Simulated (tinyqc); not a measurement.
Comparisons within one model: two-band k.p model of the Delta valleys near the X point under shear strain. A value that a table varies takes the place of the one given here.

Valley pair on the [001] axis, kz counted from the X point, c = hbar^2/2m0, k0 = kx0 2 pi/a. H = (c kz^2/ml + c (kx^2 + ky^2)/mt + c k0^2/ml) 1 + (2 c k0 kz/ml) sigma_z + (D exy - 2 c kx ky/Mp) sigma_x, so E = c kz^2/ml + c (kx^2 + ky^2)/mt + c k0^2/ml -/+ sqrt((2 c k0 kz/ml)^2 + (D exy - 2 c kx ky/Mp)^2). Without strain the lower band has its minima, E = 0, at kz = +/- k0. Shifts from diagonal strain are left out.

For |eta| < 1: k_min = k0 sqrt(1 - eta^2), E_min = -Delta eta^2/2, ml(eta) = ml/(1 - eta^2), 1/m[110] = 1/mt + eta/Mp, 1/m[1-10] = 1/mt - eta/Mp. For |eta| > 1 the minimum sits at X: E_min = -Delta (2 |eta| - 1)/2, ml(eta) = ml/(1 - 1/|eta|), and eta is replaced by its sign in the transverse masses. Here Delta = 2 c k0^2/ml and eta = D exy/Delta.

s11 = (C11 + C12)/((C11 - C12)(C11 + 2 C12)), s12 = -C12/((C11 - C12)(C11 + 2 C12)), s44 = 1/C44; exx = s11 sxx + s12 (syy + szz) and cyclic, exy = s44 sxy/2; tension is positive. A uniaxial stress X along the unit vector n is s_ij = X n_i n_j.

Constants: hbar^2/2m0 = 3.80998211 eV angstrom^2; kB = 8.617333262e-05 eV/K.

Parameters, chosen for this exercise (near those of Si; shifted at random, so the results belong to these values and not to a real crystal): a = 5.429 angstrom (lattice constant); ml = 0.919 m0 (longitudinal mass); mt = 0.192 m0 (transverse mass); kx0 = 0.157 2 pi/a (distance of the minimum from X); D = 13.7 eV (shear deformation potential); Mp = 0.232 m0 (coupling mass); C11 = 167.7 GPa; C12 = 63.9 GPa; C44 = 78.9 GPa; Xu = 8.75 eV (uniaxial potential); T = 400 K (temperature); exy = 0.03 (shear strain).

## Sweep of the shear strain

Delta = 2 c k0^2/ml, eta = D exy/Delta.

The minimum:
```
exy       eta  k_min/k0  E_min (meV)  ml(eta)  m[110]  m[1-10]  density-of-states mass
0.0000  0.000     1.000          0.0    0.919  0.1920   0.1920                   0.324
0.0020  0.100     0.995         -1.4    0.928  0.1773   0.2093                   0.325
0.0050  0.250     0.968         -8.6    0.980  0.1591   0.2421                   0.335
0.0100  0.500     0.866        -34.3    1.226  0.1358   0.3277                   0.379
0.0150  0.751     0.661        -77.1    2.105  0.1184   0.5069                   0.502
0.0180  0.901     0.434       -111.1    4.875  0.1100   0.7544                   0.740
0.0240  1.201     0.000       -191.9    5.489  0.1051   1.1136                   0.863
0.0320  1.601     0.000       -301.5    2.447  0.1051   1.1136                   0.659
```

The valleys reach X at eta = 1, that is exy = 0.0200. The shift is quadratic up to eta = 1 (-8.6 meV at eta = 0.25, -34.3 meV at 0.50) and linear beyond, while 1/m[110] rises linearly, taking m[110] from 0.192 to its floor 0.1051, a gain of 83 % in 1/m. ml(eta) diverges at eta = 1; the largest value listed is 5.49. A deformation-potential model with fixed masses misses all of this.

## Tension along [110]: repopulation and mass change

The z valleys move against the x and y valleys by Xu (ezz - exx) and, through the shear, by E_min. Share of the z valleys n = w/(w + 2 exp(dE/kT)), dE the total relative shift, w = sqrt(ml(eta) m[110] m[1-10]/(ml mt^2)). Along [110]: 1/m_c = n/m[110] + (1 - n)(1/ml + 1/mt)/2. Fixed masses means E_min = 0, w = 1, m[110] = mt. Gains are against 3/(1/ml + 2/mt) at a fixed scattering time.

Results:
```
X (GPa)  Xu (ezz - exx) (meV)  E_min (meV)  m[110]  m_c fixed masses  m_c with shear  gain fixed (%)  gain with shear (%)
0.00                      0.0          0.0  0.1920            0.2608          0.2608             0.0                  0.0
0.25                    -10.5         -0.2  0.1859            0.2512          0.2466             3.8                  5.7
0.50                    -21.1         -0.9  0.1802            0.2418          0.2316             7.9                 12.6
1.00                    -42.1         -3.4  0.1697            0.2250          0.2020            15.9                 29.1
1.50                    -63.2         -7.7  0.1604            0.2123          0.1776            22.8                 46.8
2.00                    -84.3        -13.8  0.1521            0.2039          0.1601            27.9                 62.9
3.00                   -126.4        -31.0  0.1378            0.1958          0.1391            33.2                 87.5
```

At 1 GPa repopulation alone gives 15.9 % and the shear terms raise it to 29.1 %. From 2 to 3 GPa the fixed-mass gain grows by 5.3 points, towards its ceiling of 35.8 % when all electrons sit in the z valleys, whereas the gain with shear grows by 24.6 points because m[110] keeps falling.

## What each parameter does

Delta = 2 c k0^2/ml, eta = D exy/Delta. Each row changes one parameter from the base and keeps the others.

Results:
```
case                     eta  E_min (meV)  ml(eta) (m0)  m[110] (m0)  m[1-10] (m0)
base                  1.5014      -274.12        2.7520       0.1051        1.1136
ml = 0.98333 m0       1.6065      -283.08        2.6048       0.1051        1.1136
mt = 0.17856 m0       1.5014      -274.12        2.7520       0.1009        0.7752
kx0 = 0.14601 2 pi/a  1.7359      -292.62        2.1678       0.1051        1.1136
D = 14.659 eV         1.6065      -302.89        2.4344       0.1051        1.1136
Mp = 0.21576 m0       1.5014      -274.12        2.7520       0.1016        1.7435
exy = 0.0279          1.3963      -245.35        3.2382       0.1051        1.1136
```

The largest shifts from the base row, up to three for each result and ties (the steps differ in size, so this ranks the rows, not the parameters). eta: kx0 +0.2345, D +0.1051, exy -0.1051, ml +0.1051; unchanged at the printed digits by mt and Mp. E_min (meV): D -28.77, exy +28.77, kx0 -18.49; unchanged at the printed digits by mt and Mp. ml(eta) (m0): kx0 -0.5842, exy +0.4861, D -0.3177; unchanged at the printed digits by mt and Mp. m[110] (m0): mt -0.0042, Mp -0.0035; unchanged at the printed digits by ml, kx0, D and exy. m[1-10] (m0): Mp +0.6299, mt -0.3384; unchanged at the printed digits by ml, kx0, D and exy.

Program tinyqc; command `OMP_NUM_THREADS=1 python tinyqc.py 1051163 1051164 out.jsonl`; about 0.01 s on one thread of a shared Intel(R) Xeon(R) Processor @ 2.30GHz.
